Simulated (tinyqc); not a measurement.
# Probe couplings from its potential

Question. One voltage probe p sits between leads L (mu = 1) and R (mu = 0) without magnetic field: mu_p = T_pL/(T_pL + T_pR), T_eff = T_RL + T_pL T_pR/(T_pL + T_pR). Find T_pL and T_pR.

T_RL = 0.47
mu_p = 0.57142857
T_eff = 0.53857143

Answer. T_eff - T_RL equals T_pL (1 - mu_p) and also T_pR mu_p.

T_pL = 0.1600
T_pR = 0.1200

tinyqc, about 0.01 s, one thread, Intel Xeon 2.30GHz (shared host): `OMP_NUM_THREADS=1 python tinyqc.py 2700045 2700046 out.jsonl`
